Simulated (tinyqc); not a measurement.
Layer against dose: implant damage, amorphisation by cascade overlap, and solid-phase epitaxial regrowth. Computed by tinyqc, a small Python program. Command: `OMP_NUM_THREADS=1 python tinyqc.py 3111611 3111612 out.jsonl sper walk`. One thread of a shared host (Intel(R) Xeon(R) Processor @ 2.30GHz), about 0.01 s of CPU time with the checks.

Range and width of the damage are inputs. Dynamic annealing enters only through the surviving share f.

Inputs (values chosen for the exercise, modelled on indium ions in germanium): atomic density N = 44.2 1/nm^3; ion Z1 = 49; ion mass M1 = 114.8 u; target Z2 = 32; target mass M2 = 72.63 u; ion energy E = 110 keV; displacement energy E_d = 17 eV; depth of the damage peak R_d = 37 nm; width of the damage profile s_d = 18 nm; share of defects that survive f = 0.35; critical displaced share x_c = 0.19; dose Q = 1.9e+14 1/cm^2.

Constants: a_0 = 0.529177210903 angstrom; e^2/(4 pi eps_0) = 14.39964548 eV angstrom.

Method. Robinson partition: eps = E a M2/(Z1 Z2 (e^2/(4 pi eps_0)) (M1 + M2)), a = 0.8853 a_0/sqrt(Z1^(2/3) + Z2^(2/3)); k = 0.0793 Z1^(2/3) Z2^(1/2) (M1 + M2)^(3/2)/((Z1^(2/3) + Z2^(2/3))^(3/4) M1^(3/2) M2^(1/2)); damage energy T_d = E/(1 + k (eps + 0.40244 eps^(3/4) + 3.4008 eps^(1/6))); displacements nu = 0.8 T_d/(2 E_d). Displaced share x(z) = f nu Q exp(-(z - R_d)^2/(2 s_d^2))/(sqrt(2 pi) s_d N); the layer is amorphous where x > x_c, between R_d -/+ s_d sqrt(2 ln(x_max/x_c)), the upper edge being cut at the surface. Threshold dose Q_c = Q x_c/x_max.

threshold dose Q_c = 5.83033e+13 1/cm^2

displacements per ion nu = 1856.85

Dose series; the last column is f nu Q erfc((z2 - R_d)/(sqrt2 s_d))/2:
```
Q (1/cm^2)   x_max  upper edge (nm)  lower edge (nm)  displaced atoms beyond z2 (1/cm^2)
6.41e+13    0.2089           29.163           44.837                          1.3815e+16
8.75e+13    0.2851           20.780           53.220                          1.0450e+16
1.46e+14    0.4758           12.611           61.389                          8.3230e+15
2.33e+14    0.7593            7.038           66.962                          7.2685e+15
4.08e+14    1.3296            1.493           72.507                          6.4353e+15
7.00e+14    2.2812            0.000           77.132                          5.8636e+15
1.46e+15    4.7579            0.000           82.683                          5.2904e+15
2.92e+15    9.5158            0.000           87.359                          4.8829e+15
```

What does the comparison show, and why?

A dose 46 times larger moves the lower edge from 44.8 to 87.4 nm, as the root of a logarithm, and the damage beyond it falls by a factor 2.8, since the edge lies on an ever steeper tail. The layer reaches the surface at Q_c exp(R_d^2/(2 s_d^2)) = 4.82e14 per cm^2.
